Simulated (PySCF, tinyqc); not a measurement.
CCSD on RHF in the sto-3g basis, for H3+, spin multiplicity 1, step by step. The lowest restricted solution is unstable here: a spin-polarised one lies 0.0000 hartree lower (PySCF). One step of it, computed by the program tinyqc.

Task: Iteration 9 (converged): orbitals. Diagonalise F' = X^T F X, C = X C', fill 1 alpha and 1 beta electrons from the bottom; D = 2 C_occ C_occ^T. Each column has its largest component positive (the first on a tie).

converged F (hartree), lower triangle:
```
           1H 1s      2H 1s      3H 1s
1H 1s  -0.769366
2H 1s  -0.618997  -0.546755
3H 1s  -0.618997  -0.249965  -0.546755
```

X:
```
               1          2         3
1H 1s   1.208586   0.000000  0.513908
2H 1s  -0.788273   0.749740  0.393964
3H 1s  -0.788273  -0.749740  0.393964
```

Give: F' = X^T F X; orbital energies; coefficients C; D after iteration 9.

Result:

F' = X^T F X (hartree), lower triangle:
```
         1        2        3
1   0.2449
2   0.0000  -0.3337
3  -0.0710   0.0000  -0.9518
```

orbital energies (hartree): MO1 -0.9560, MO2 -0.3337, MO3 0.2491

coefficients C:
```
          MO1      MO2      MO3
1H 1s  0.5843   0.0000   1.1762
2H 1s  0.3468   0.7497  -0.8101
3H 1s  0.3468  -0.7497  -0.8101
```

D after iteration 9, lower triangle:
```
        1H 1s   2H 1s   3H 1s
1H 1s  0.6828
2H 1s  0.4053  0.2405
3H 1s  0.4053  0.2405  0.2405
```
